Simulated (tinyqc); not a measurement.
True capacitance, leakage and series resistance from two frequencies.

Inverse problem. A capacitance C in parallel with G and in series with Rs is measured as Cp and D = Gp/(w Cp) at two frequencies. The series reading Cs = Cp (1 + D^2) equals C + G^2/(w^2 C), and Re Z = D/(w Cp (1 + D^2)) = Rs + G/(G^2 + w^2 C^2). Find C, G and Rs.

f (Hz): 10000  30000
Cp (pF): 186.357195  186.337523
D: 0.222304676  0.0837966501

Answer. w^2 Cs = w^2 C + G^2/C is a straight line in w^2 with slope C; the intercept gives G, and the real part then gives Rs.

C = 186.7 pF
G = 2.562 uS
Rs = 310.0 ohm

Computed by the program tinyqc: `OMP_NUM_THREADS=1 python tinyqc.py 2022063 2022064 out.jsonl`, one thread of a shared Intel Xeon 2.30GHz, about 0.01 s for the whole run.
